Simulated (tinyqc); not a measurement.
## Doping and flat-band voltage from two insulator thicknesses

Inverse problem. A junctionless wire is fully depleted at VT = Vfb - q Nd R^2/(4 eps0 eps_r) - q Nd R^2 ln(1 + tox/R)/(2 eps0 eox). Find Nd and Vfb.

Values chosen for this exercise; material values those of a made-up semiconductor: relative permittivity of the semiconductor eps_r = 10.2; relative permittivity of the gate insulator eox = 9; wire radius R = 10 nm.

Constants: q = 1.602176634e-19 C, eps0 = 8.8541878128e-14 F/cm where lengths are in cm. Results are converted to the units shown.

VT at tox = 4.1 and 9 nm (V): -0.025246177  -0.31609144

Solution. The difference of the thresholds is proportional to Nd and holds no Vfb.

Nd = 9.70e18 cm^-3
Vfb = 0.740 V

tinyqc, about 0.01 s, one thread, Intel Xeon 2.30GHz (shared host): `OMP_NUM_THREADS=1 python tinyqc.py 2460105 2460106 out.jsonl`
